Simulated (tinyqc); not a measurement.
# Raman shift of the zone-centre optical phonon of a diamond-structure crystal under stress, step by step

A worked calculation. Computed by tinyqc, a small Python program that keeps every step. Command: `OMP_NUM_THREADS=1 python tinyqc.py 3006787 3006788 out.jsonl ramanstress walk`. One thread of a shared host (Intel(R) Xeon(R) Processor @ 2.30GHz), about 0.01 s of CPU time with the checks. Intermediate numbers are printed to about 7 digits and carried at full precision; extremes and crossings named in words are read from the listed rows.

Axes x, y, z are the cube axes. Strain shifts the threefold optical mode and can split it; p, q and r are the phonon deformation potentials.

Inputs (values chosen for the exercise, for a model crystal):
```
quantity                             value      unit
unstrained frequency omega_0           869      1/cm
p/omega_0^2                          -1.94         -
q/omega_0^2                           -2.5         -
r/omega_0^2                          -1.42         -
C11                                    155       GPa
C12                                   45.1       GPa
C44                                   84.2       GPa
stress sigma (tension positive)        1.4       GPa
polarisation angle phi                  60    degree
temperature coefficient d omega/dT  -0.023  1/(cm K)
local temperature T                    520         K
laser wavelength                     514.5        nm
```

Stress state: uniaxial. Axis: [110].

Constants: h = 6.62607015e-34 J s; c = 299792458 m/s; k_B = 1.380649e-23 J/K.

## Compliances

S11 = (C11 + C12)/D, S12 = -C12/D, D = (C11 - C12)(C11 + 2 C12), S44 = 1/C44.

S11 = 7.425555 1/TPa

S12 = -1.673626 1/TPa

S44 = 11.87648 1/TPa

## Stress and strain tensors

Uniaxial stress along the unit vector n of the axis: sigma_ij = sigma n_i n_j. eps_xx = S11 sigma_xx + S12 (sigma_yy + sigma_zz), and cyclic; eps_xy = S44 sigma_xy/2 (tensor strain).

stress (GPa):
```
     x    y    z
x  0.7  0.7  0.0
y  0.7  0.7  0.0
z  0.0  0.0  0.0
```

strain (per mille):
```
          x         y          z
x  4.026351  4.156770   0.000000
y  4.156770  4.026351   0.000000
z  0.000000  0.000000  -2.343076
```

volume strain = 5.709625 per mille

## Secular matrix and shifts

Secular matrix: M_xx = p eps_xx + q (eps_yy + eps_zz), M_xy = 2 r eps_xy; its eigenvalues are omega^2 - omega_0^2, and the shifts are these over 2 omega_0.

M/(2 omega_0) (1/cm):
```
           x          y          z
x  -5.222388  -5.129371   0.000000
y  -5.129371  -5.222388   0.000000
z   0.000000   0.000000  -6.772197
```

shifts, in rising order (1/cm): -10.35176  -6.77220  -0.09302

All three modes are split. Tension softens every mode.

## Mean shift and Grueneisen parameter

gamma = -(p + 2q)/(6 omega_0^2); the mean of the three shifts is -gamma omega_0 x (volume strain).

mode Grueneisen parameter gamma = 1.156667

mean shift = -5.738991 1/cm

## The line seen from a (001) surface

Backscattering from a (001) surface: incident polarisation (cos phi, sin phi, 0). With Raman tensors (R_z)_xy = (R_z)_yx = 1 and cyclic, only the z component u_z of a mode counts: I = u_z^2 sin^2(2 phi) for parallel and u_z^2 cos^2(2 phi) for crossed polarisers. An unresolved line sits at the intensity-weighted shift, which is M_zz/(2 omega_0).

total intensity, parallel = 0.75

total intensity, crossed = 0.25

shift of the observed line = -6.772197 1/cm

shift per stress = -4.837284 1/(cm GPa)

stress per shift = -206.7276 MPa cm

The z-polarised mode is an eigenmode here, so one line is seen.

## The same stress in different states

Uniaxial: sigma n n^T; biaxial: sigma (1 - n n^T); hydrostatic: sigma 1. The line seen from (001) is taken as unresolved, at the intensity-weighted shift M_zz/(2 omega_0).

Shifts (1/cm):
```
state                     lowest     middle    highest  line seen from (001)
uniaxial [100]          -6.77220   -6.77220   -3.67258              -6.77220
uniaxial [110]         -10.35176   -6.77220   -0.09302              -6.77220
uniaxial [001]          -6.77220   -6.77220   -3.67258              -3.67258
uniaxial [111]         -12.57815   -2.31941   -2.31941              -5.73899
biaxial, normal [001]  -13.54439  -10.44478  -10.44478             -13.54439
biaxial, normal [111]  -14.89756  -14.89756   -4.63882             -11.47798
hydrostatic            -17.21697  -17.21697  -17.21697             -17.21697
```

Seen from (001), uniaxial stress along [100] and along [110] give the same shift (-6.772), and equal biaxial stress in the plane gives twice as much (-13.544), since only sigma_xx + sigma_yy and sigma_zz enter M_zz. Stress along [001] gives -3.673. One measured shift therefore fixes the stress only once its state is assumed: read as uniaxial in the plane, a shift implies twice the stress that it does read as biaxial. In the two [111] rows the modes seen are split by 10.3 per cm, more than a line width, so two lines appear there in place of one.

## Heating mistaken for stress

A temperature above 300 K shifts the line by (d omega/dT)(T - 300 K); divided by the shift per stress it poses as a stress; the total shift adds it to the shift of the observed line. The anti-Stokes to Stokes ratio is [(omega_L + omega_0)/(omega_L - omega_0)]^3 exp(-h c omega_0/(k_B T)) in photon counts, omega_L = 1/wavelength, resonance effects left out.

thermal shift = -5.06 1/cm

apparent stress from heating = 1.046042 GPa

total shift = -11.83220 1/cm

anti-Stokes/Stokes ratio = 0.1181290

Heating poses as tension, 75 % of the true stress in size; the intensity ratio gives T apart from the shift.

Checks made by the program: mean of the eigenvalues against the trace rule (relative difference below 1e-10); weighted mean of the modes against M_zz (relative difference below 1e-10).
